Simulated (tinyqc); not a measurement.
# Bias-temperature instability, empirical power law with universal recovery: lifetime against voltage

Threshold-voltage shift at the end of a stress: dV = A (V/V0)^g exp[-(Ea q/kB)(1/T - 1/T0)] (t/1 s)^n. After a delay tr the permanent share pp stays and the rest falls by r = 1/(1 + B (tr/t)^be). An empirical model: its parameters are fits, not properties.

The lifetime solves dV = dc; ten years are 3.15576e8 s.

Inputs (values chosen for the exercise): reference stress voltage V0 = 1.8 V; reference temperature T0 = 373 K; shift after 1 s at V0 and T0 A = 18 mV; time exponent n = 0.17; voltage exponent g = 4.6; apparent activation energy of the shift Ea = 0.11 eV; use temperature T = 358 K; failure criterion dc = 50 mV.

Constants: q = 1.602176634e-19 C, kB = 1.380649e-23 J/K. Results are converted to the units shown.

Result of one run:
```
shift after ten years (mV)  lifetime (years)
165.8                               0.008657
```

Which use voltage V gave this result: 0.6, 0.94, 1.11, 1.29 or 1.46 V?

V = 1.46 V.

The whole series:
```
V (V)  shift after ten years (mV)  lifetime (years)
0.6                         2.774           2.441e8
0.77                        8.739           2.858e5
0.94                        21.88              1293
1.11                        47.00             14.39
1.29                        93.82            0.2467
1.46                        165.8          0.008657
1.63                        275.2          4.396e-4
1.8                         434.4          3.001e-5
```

The shift goes as V^4.6 and the lifetime as V^(-27.1): 5 % more voltage adds 25.2 % to the shift and divides the lifetime by 3.74. 4 of the 8 rows pass ten years. For V = 0.6, 0.77, 0.94 the lifetime is a formal extrapolation far beyond any test.

tinyqc, about 0.01 s, one thread, Intel Xeon 2.30GHz (shared host): `OMP_NUM_THREADS=1 python tinyqc.py 2070118 2070119 out.jsonl`
